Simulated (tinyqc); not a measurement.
## Polarisation and half-bias from two TMR values

Problem. A tunnel junction has TMR = TMR0/(1 + (V/Vh)^2), TMR0 = 2 P1 P2/(1 - P1 P2). Find TMR0, Vh and P2.

Inputs (values chosen for the exercise):
```
symbol,value,unit,meaning
P1,0.64,,spin polarisation of the reference layer
```

TMR at 0.1 and 0.4 V (%): [97.230775, 70.440518]

Answer. 1/TMR is linear in V^2, and P1 P2 = TMR0/(2 + TMR0).

TMR0 = 99.8 %
Vh = 0.620 V
P2 = 0.520

Program tinyqc, `OMP_NUM_THREADS=1 python tinyqc.py 2450116 2450117 out.jsonl`; Intel Xeon 2.30GHz, shared host, one thread, about 0.01 s.
